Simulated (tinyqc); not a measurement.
From results back to parameters: effective mass of the light-hole band from tabulated energies. Three cases, with inputs chosen for the exercise.

Problem. A band follows E (1 + alpha E) = c k^2/m, c = hbar^2/2m0. Its energies at two wave vectors are given.

Constants: hbar^2/2m0 = 3.80998211 eV angstrom^2.
Find: y = c k^2/E; m; alpha.
Method. y = m + m alpha E is a straight line through the two points.

Case 1.

Values chosen (out of a larger set: band of an eight-band Kane model near InSb; not measured data): k12 = (0.0069, 0.0184) 1/angstrom (two wave vectors).

energies (meV): 11.31980  63.79467

Solution.

y = c k^2/E (m0): 0.01602  0.02022
m = 0.0151 m0
alpha = 5.29 1/eV

Case 2.

Values chosen (out of a larger set: band of an eight-band Kane model near GaSb; not measured data): k12 = (0.0168, 0.0448) 1/angstrom (two wave vectors).

energies (meV): 26.21380  151.85016

Solution.

y = c k^2/E (m0): 0.04102  0.05036
m = 0.0391 m0
alpha = 1.90 1/eV

Case 3.

Values chosen (out of a larger set: band of an eight-band Kane model near CdTe; not measured data): k12 = (0.036, 0.096) 1/angstrom (two wave vectors).

energies (meV): 43.36792  251.30164

Solution.

y = c k^2/E (m0): 0.11386  0.13972
m = 0.1085 m0
alpha = 1.15 1/eV

Computed by tinyqc, one run a case: `OMP_NUM_THREADS=1 python tinyqc.py N N+1 out.jsonl` with N = 1850039, 1850060, 1850081; one thread of a shared Intel(R) Xeon(R) Processor @ 2.30GHz, about 0.01 s a run at most.
